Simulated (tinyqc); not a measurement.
# Quantum point contact as a saddle point with Zeeman splitting: two studies

Potential V0 - m wx^2 x^2/2 + m wy^2 y^2/2; energies are counted from V0. Mode n = 0, 1, ... transmits T_n(E) = 1/(1 + exp(-2 pi (E - E_n)/wx)), E_n = wy (n + 1/2) +/- Ez/2 for the two spins, Ez = gs muB B, muB = q hbar/(2 m0); each spin carries q^2/h.

Inputs (values chosen for the exercise):
- T = 1.5 K (temperature)
- wy = 1.7 meV (transverse quantum hbar wy)
- wx = 0.87 meV (curvature of the barrier hbar wx)
- mu = 4.11 meV (Fermi level above the saddle point)
- gs = 5.1 (size of the g factor)
- B = 2 T (in-plane magnetic field)

Constants: q = 1.602176634e-19 C, kB = 1.380649e-23 J/K, hbar = 1.054571817e-34 J s, m0 = 9.1093837015e-31 kg, Vt = kB T/q. Results are converted to the units shown.

Each table varies one quantity; the others keep the values above.

## Differential conductance at finite bias

g(T) = int g(E) (-df/dE) dE = int g(mu + x kB T) dx/(4 cosh^2(x/2)), g(E) the zero-temperature value at E, g = G/(2 q^2/h). With the bias V split evenly and the saddle held fixed, dI/dV = [g(mu + V/2) + g(mu - V/2)]/2, each thermally averaged.

Differential conductance at finite bias:
```
V (mV)  g(mu + V/2)  g(mu - V/2)  dI/dV
0             2.390        2.390  2.390
0.34          2.524        2.259  2.391
0.68          2.657        2.146  2.401
1.02          2.784        2.064  2.424
1.36          2.886        2.009  2.448
1.7           2.957        1.957  2.457
2.04          3.009        1.886  2.448
2.38          3.064        1.784  2.424
2.72          3.146        1.657  2.401
3.06          3.259        1.524  2.391
3.4           3.390        1.390  2.390
3.74          3.524        1.259  2.391
```

Read the table: what changes, and by how much?

dI/dV moves up and down between 2.39 and 2.46 in units of 2 q^2/h. Right-movers gain modes (2.39 to 3.52) while left-movers lose them (2.39 to 1.26).

## Spin splitting of the first step

Same model as above.

Results:
```
B (T)  Ez (meV)  g at mu = wy/2  dg/dmu there (1/meV)
0             0          0.5000                 1.245
0.7      0.2066          0.5000                 1.173
2.2      0.6495          0.5002                0.7134
3        0.8856          0.5004                0.4616
3.7       1.092          0.5007                0.2949
4.4       1.299          0.5013                0.1824
5.2       1.535          0.5028                0.1095
```

Estimate the missing row, B = 1.5 T.

Computed row:
```
B (T)  Ez (meV)  g at mu = wy/2  dg/dmu there (1/meV)
1.5      0.4428          0.5001                0.9539
```

With this row back in the table: At the middle of the first riser g stays near 1/2, while the slope falls from 1.24 to 0.110 1/meV. It is below a fifth of its zero-field value from B = 4.4 T on, where Ez = 1.30 meV exceeds the width of the riser, about 1/slope = 0.803 meV at zero field: a plateau at q^2/h has formed.

Range of the model: Orbital effects of the in-plane field and interactions (such as the 0.7 feature) are left out.

Numbers from tinyqc (`OMP_NUM_THREADS=1 python tinyqc.py 2740123 2740124 out.jsonl`; about 0.05 s on one thread of a shared Intel Xeon 2.30GHz).
